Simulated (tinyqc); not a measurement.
Inside a calculation. Method: CCSD on RHF in the sto-3g basis, frozen core, for BeH+, spin multiplicity 1. One step of it, computed by the program tinyqc.

Question. CCSD: starting amplitudes. t_ij^ab = <ij||ab> / (e_i + e_j - e_a - e_b), whose energy is MP2.

orbital energies (hartree): MO1 -5.018250, MO2 -0.728683, MO3 -0.262592, MO4 -0.141575, MO5 -0.141575, MO6 0.316587

Two-electron integrals over orbitals (pq|rs), unique and non-zero (hartree); the lowest 1 orbital is frozen and left out:
```
(22|22) 0.525347    (32|22) -0.067005   (32|32) 0.035831    (33|22) 0.320255
(33|32) 0.029037    (33|33) 0.465871    (42|42) 0.043048    (43|42) 0.031079
(43|43) 0.051878    (44|22) 0.367213    (44|32) 0.019948    (44|33) 0.398268
(44|44) 0.449859    (52|52) 0.043048    (53|52) 0.031079    (53|53) 0.051878
(54|54) 0.024249    (55|22) 0.367213    (55|32) 0.019948    (55|33) 0.398268
(55|44) 0.401360    (55|55) 0.449859    (62|22) 0.057060    (62|32) -0.046653
(62|33) -0.026445   (62|44) -0.055724   (62|55) -0.055724   (62|62) 0.121617
(63|22) -0.056042   (63|32) 0.030355    (63|33) 0.057108    (63|44) 0.018398
(63|55) 0.018398    (63|62) -0.047571   (63|63) 0.048589    (64|42) -0.029676
(64|43) -0.014200   (64|64) 0.026247    (65|52) -0.029676   (65|53) -0.014200
(65|65) 0.026247    (66|22) 0.521763    (66|32) -0.065774   (66|33) 0.349620
(66|44) 0.371523    (66|55) 0.371523    (66|62) 0.086853    (66|63) -0.055788
(66|66) 0.559340
```

Give: Starting amplitudes; correlation energy.

Answer.

Starting amplitudes (spin orbitals 1a, 1b, ...; amplitudes related by a flip of all spins are not repeated):
```
from      to       t
2a 2b  6a 6b  -0.058
2a 2b  3a 3b  -0.038
2a 2b  4a 4b  -0.037
2a 2b  5a 5b  -0.037
2a 2b  3a 6b   0.031
```

correlation energy = -0.01449 hartree
